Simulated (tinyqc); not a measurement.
Energy conservation against the time step: molecular dynamics of a small cluster by velocity Verlet steps. Computed by tinyqc, a small Python program. Command: `OMP_NUM_THREADS=1 python tinyqc.py 3026755 3026756 out.jsonl verlet walk`. One thread of a shared host (Intel(R) Xeon(R) Processor @ 2.30GHz), about 0.1 s of CPU time with the checks.

E = sum_(i<j) phi(r_ij), phi(r) = eps [exp(-2 alpha (r - r0)) - 2 exp(-alpha (r - r0))]; the force on i is -sum_j phi'(r_ij) (R_i - R_j)/r_ij.

Inputs (values chosen for the exercise, for model atoms):
```
quantity         value        unit
length r0         2.35    angstrom
well depth eps    0.39          eV
stiffness alpha   2.09  1/angstrom
atomic mass M      119           u
time step dt       3.6          fs
steps              300           -
```

Potential: Morse.

starting positions (angstrom):
```
            x      y      z
atom 1  -0.02   0.03   0.03
atom 2   2.29  -0.08  -0.03
atom 3   1.16   2.04   0.01
atom 4   1.16   0.65    1.9
atom 5   1.15    0.7  -1.91
```

starting velocities (angstrom/fs):
```
               x         y         z
atom 1   0.00111  -0.00026  -0.00171
atom 2  -0.00149   -0.0008  -0.00118
atom 3  -0.00061   0.00119   0.00068
atom 4   0.00099  -0.00086    0.0013
atom 5    -1e-05   0.00073   0.00091
```

Constants: 1 eV/(angstrom u) = 9.648533212e-03 angstrom/fs^2; k_B = 8.617333262e-05 eV/K.

Method:
- Relax the cluster, diagonalise the Hessian (central differences): omega_max = sqrt(c lambda_max/M). Verlet steps are stable for omega_max dt < 2.
- Velocity Verlet: a = c F/M with c = 9.648533212e-3 angstrom/fs^2 per eV/(angstrom u); R(new) = R + v dt + a dt^2/2; v(new) = v + (a + a(new)) dt/2. Kinetic energy K = M v^2/(2c); temperature T = 2K/((3N - 3) k_B), rotation of the cluster included.
- Runs without thermostat over the same span of time, steps x dt; spread = largest minus smallest value. For contrast, the energy gained over the first 30 dt (dt of the inputs) by explicit Euler steps: R(new) = R + v dt, v(new) = v + a dt.

omega_max dt = 0.123530

Energy error (eV):
```
dt (fs)  omega_max dt  Verlet, spread of U + K  Euler, gain in U + K
0.45          0.01544               2.1982e-06               0.00283
0.90          0.03088               8.7918e-06               0.00577
1.80          0.06177               3.5184e-05               0.01203
3.60          0.12353               1.4084e-04               0.02615
7.20          0.24706               5.6230e-04               0.06183
10.80         0.37059               1.2505e-03               0.10949
```

The Verlet error grows as dt^2.00 between the first rows, the second order of the method. Euler steps gain energy steadily: over that short span the gain in the first row is already 1300 times the Verlet spread of the whole run, and it grows as dt^1.03, tending to the first order of that method as dt shrinks.

Extremes, crossings and ranges named in words are read from the listed rows.
